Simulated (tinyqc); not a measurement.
Anisotropic elasticity and sound waves of a cubic crystal. Changing the C12. Computed by tinyqc, a small Python program. Command: `OMP_NUM_THREADS=1 python tinyqc.py 3016770 3016771 out.jsonl cubicelastic sweep`. One thread of a shared host (Intel(R) Xeon(R) Processor @ 2.30GHz), about 0.05 s of CPU time with the checks.

Voigt order 1..6 = xx, yy, zz, yz, xz, xy, with engineering shear strains. The rotated frame has x' as named, z' along the wafer normal and y' = z' x x'.

Inputs (values chosen for the exercise, modelled on tantalum):

| quantity | value | unit |
|---|---|---|
| C11 | 263.7 | GPa |
| C44 | 82.53 | GPa |
| expansion coefficient of the film | 6.4 | ppm/K |
| expansion coefficient of the substrate | 2.6 | ppm/K |
| cooling Delta T | 700 | K |

Frame: (001) wafer, x' along [210].

direction cosines a (rows x', y', z' in the cube axes):
```
            x         y         z
x'   0.894427  0.447214  0.000000
y'  -0.447214  0.894427  0.000000
z'   0.000000  0.000000  1.000000
```

Method:
- S11 = (C11 + C12)/D, S12 = -C12/D, D = (C11 - C12)(C11 + 2 C12), S44 = 1/C44. Zener ratio A = 2 C44/(C11 - C12); S0 = S11 - S12 - S44/2; H = 2 C44 + C12 - C11.
- C'_ijkl = C12 delta_ij delta_kl + C44 (delta_ik delta_jl + delta_il delta_jk) - H sum_m a_im a_jm a_km a_lm.
- Invert C' to S'. E along x' = 1/S'11, along y' = 1/S'22; Poisson ratios nu(x'y') = -S'12/S'11 and nu(x'z') = -S'13/S'11; in-plane shear modulus 1/S'66.
- On cooling, a thick substrate imposes eps_1 = eps_2 = (alpha_film - alpha_substrate) Delta T and eps_6 = 0; the free surface sets sigma_3 = sigma_4 = sigma_5 = 0, which fixes eps_3, eps_4, eps_5. Biaxial modulus M = (sigma_1 + sigma_2)/(2 eps); energy density M eps^2. Elastic response and constant coefficients are assumed.

One run for each value:

| C12 (GPa) | E along x' (GPa) | biaxial modulus M (GPa) | Zener ratio A | nu(x'z') | in-plane shear modulus (GPa) |
|---|---|---|---|---|---|
| 13.2 | 223.63 | 275.58 | 0.6589 | 0.04062 | 105.58 |
| 41.2 | 224.22 | 292.03 | 0.7418 | 0.11996 | 98.86 |
| 69.2 | 219.78 | 296.58 | 0.8486 | 0.19446 | 91.38 |
| 125.0 | 196.58 | 270.19 | 1.1901 | 0.34488 | 73.58 |
| 153.0 | 176.82 | 239.16 | 1.4911 | 0.42898 | 62.80 |
| 181.0 | 150.08 | 196.23 | 1.9959 | 0.52495 | 50.40 |
| 209.0 | 114.09 | 141.41 | 3.0176 | 0.63944 | 36.02 |
| 237.0 | 65.04 | 74.69 | 6.1820 | 0.78264 | 19.12 |

Describe and explain the trends.

Over the rows, E along x' (GPa) goes from 224 through a maximum among these rows, 224 at 41.2, to 65.0; biaxial modulus M (GPa) goes from 276 through a maximum among these rows, 297 at 69.2, to 74.7; Zener ratio A rises from 0.659 to 6.18 (exponent d ln y / d ln x 0.10 between the first rows and 5.7 between the last). As C12 nears C11 the shear constant (C11 - C12)/2 vanishes, and directions that use it turn soft. Left out: 97.2 (the crystal is unstable or isotropic).

Caution (rows 13.2, 41.2, 69.2, 125, 153, 181, 209): the thermal stress of this film exceeds 200 MPa, which can relax by slip, cracking or buckling in a real film.

Extremes, crossings and ranges named in words are read from the listed rows.
